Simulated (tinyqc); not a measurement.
Phonon-assisted absorption at an indirect gap, step by step. Values are carried at full precision from step to step, so a last printed digit may differ when a step is redone from the rounded ones.

alpha(E) = sum_j A_j [N_j (E - Eg + w_j)^2 + (N_j + 1)(E - Eg - w_j)^2], each bracket counted only where its base is positive; N_j = 1/(exp(w_j/kB T) - 1). The first term absorbs a phonon and the second emits one; excitons and direct transitions are left out.

Constants: kB = 8.617333262e-05 eV/K.

Inputs chosen for the exercise (loosely those of AlAs at room temperature; Eg is not tied to T; the results hold for these values, not for the real material):
- Eg = 2.119 eV (indirect gap, held fixed unless listed)
- w = (44.2, 13.7) meV (two zone-edge phonons)
- A = (4000, 340) 1/(cm eV^2) (their strengths)
- T = 400 K
- E = 2.401 eV (photon energy)
- nr = 3.15 (refractive index)
- d = 13 micrometre (thickness)
- xj = 0.13 micrometre (dead layer at the surface)
- W = 8.8 micrometre (depleted width)
- L = 180 micrometre (minority diffusion length below it)

## The four branches at one energy

Evaluate the occupations and each term.

N_j: [0.3839, 2.049]

terms with phonon absorption (1/cm): [163.4, 60.92]

terms with phonon emission (1/cm): [313.0, 74.62]

alpha = 612.0 1/cm
wavelength hc/E (hc = 1239.841984 eV nm) = 516.4 nm

Phonon absorption supplies 36.7 % of alpha; the depth 1/alpha is 16.3 micrometre.

## What a slab does with it

Slab of thickness d in air, incoherent passes: R = ((nr - 1)/(nr + 1))^2, x = exp(-alpha d); transmitted Tr = (1 - R)^2 x/(1 - R^2 x^2), reflected Rt = R + (1 - R)^2 R x^2/(1 - R^2 x^2), absorbed Ab = (1 - R)(1 - x)/(1 - R x).

d in cm is 1e-4 times the value in micrometres.

R = 0.2684
x = 0.4513
Tr = 0.2452
Rt = 0.2981
Ab = 0.4567

A single pass would absorb (1 - R)(1 - x) = 0.4014; the back face adds 0.0553.

## Quantum efficiency of a diode

Photodiode (Gaertner form with a dead layer): QE = (1 - R) exp(-alpha xj) [1 - exp(-alpha W)/(1 + alpha L)], R = ((nr - 1)/(nr + 1))^2; responsivity = QE/E in A/W for E in eV.

Evaluate the factors; 1 micrometre = 1e-4 cm.

passes the dead layer = 0.9921
collected share = 0.9514
QE = 0.6906
responsivity = 0.2876 A/W

Without diffusion from below the collected share would be 0.4164.

## Checks

- Tr + Rt + Ab against 1: both 1.000000.

Run: tinyqc, `OMP_NUM_THREADS=1 python tinyqc.py 1680238 1680239 out.jsonl`; Intel(R) Xeon(R) Processor @ 2.30GHz, one thread, shared host; about 0.01 s of CPU time with all checks.
